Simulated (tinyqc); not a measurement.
## Capacitance measurement on a leaky thin oxide: effects of series resistance and leakage: readings against frequency

The device is a capacitance C in parallel with a leakage conductance G, in series with Rs and Ls. An impedance meter reports either a parallel pair (Cp, Gp) from Y = 1/Z = Gp + i w Cp or a series pair (Cs, Rm) from Z = Rm + 1/(i w Cs); w = 2 pi f, dissipation D = Gp/(w |Cp|).

EOT = 3.9 tox/eox; CET = EOT + zc + zp; C = 3.9 eps0 A/CET; G = Jg A/Vs. Z = Rs + i w Ls + 1/(G + i w C); CET read from Cp = 3.9 eps0 A/Cp; errors under 0.001 % are printed as 0.

Inputs (values chosen for the exercise); values of the order met in thin-oxide MOS capacitors:
- eox = 3.9 (relative permittivity of the gate insulator (close to silicon dioxide))
- tox = 3 nm (insulator thickness)
- A = 10000 um^2 (gate area)
- zc = 0.46 nm (oxide-equivalent thickness added by the accumulation layer)
- zp = 0 nm (oxide-equivalent thickness added by gate depletion)
- Jg = 0.00014 A/cm^2 (gate leakage current density, not matched to the thickness)
- Vs = 0.19 V (voltage for an e-fold rise of the leakage)
- Rs = 8.8 ohm (series resistance)
- Ls = 0 nH (series inductance)

Constants: eps0 = 8.8541878128e-14 F/cm where lengths are in cm. Results are converted to the units shown.

The same in every row: C (pF) = 99.80.

Result of one run:
```
f (Hz)  Cp (pF)  Cs (pF)         D  error of Cp (%)  error of Cs (%)  CET read from Cp (nm)
1e5       99.80    99.80  0.001727                0                0                  3.460
```

What becomes of these results when the measuring frequency f is changed from 1e5 to 3000 Hz, all else the same?

Result of the changed run:
```
f (Hz)  Cp (pF)  Cs (pF)        D  error of Cp (%)  error of Cs (%)  CET read from Cp (nm)
3000      99.80    99.95  0.03919                0            0.153                  3.460
```

The whole series:
```
f (Hz)  Cp (pF)  Cs (pF)         D  error of Cp (%)  error of Cs (%)  CET read from Cp (nm)
1000      99.80    101.2    0.1175                0             1.38                  3.460
3000      99.80    99.95   0.03919                0            0.153                  3.460
10000     99.80    99.82   0.01181                0           0.0138                  3.460
30000     99.80    99.80  0.004082                0          1.53e-3                  3.460
1e5       99.80    99.80  0.001727                0                0                  3.460
3e5       99.80    99.80  0.002047                0                0                  3.460
1e6       99.80    99.80  0.005636         -3.17e-3                0                  3.460
3e6       99.77    99.80   0.01659          -0.0275                0                  3.461
1e7       99.50    99.80   0.05519           -0.304                0                  3.471
3e7       97.14    99.80    0.1656            -2.67                0                  3.555
```

D goes from 0.118 through a minimum of 0.00173 (at f = 1e5 Hz among the rows listed) to 0.166; without inductance its minimum lies at f = sqrt(G (1 + G Rs)/Rs)/(2 pi C) = 1.46e5 Hz. The error of Cp goes from 0 to -2.67 % and that of Cs from 1.38 to 0 %; at low frequency Cp tends to C/(1 + G Rs)^2 and Cs grows as 1 + (G/(w C))^2. One of the two readings is within 2 % of C for f = 1000, 3000, 10000, 30000, 1e5, 3e5, 1e6, 3e6, 1e7, 3e7 Hz.

tinyqc, about 0.01 s, one thread, Intel Xeon 2.30GHz (shared host): `OMP_NUM_THREADS=1 python tinyqc.py 2022178 2022179 out.jsonl`
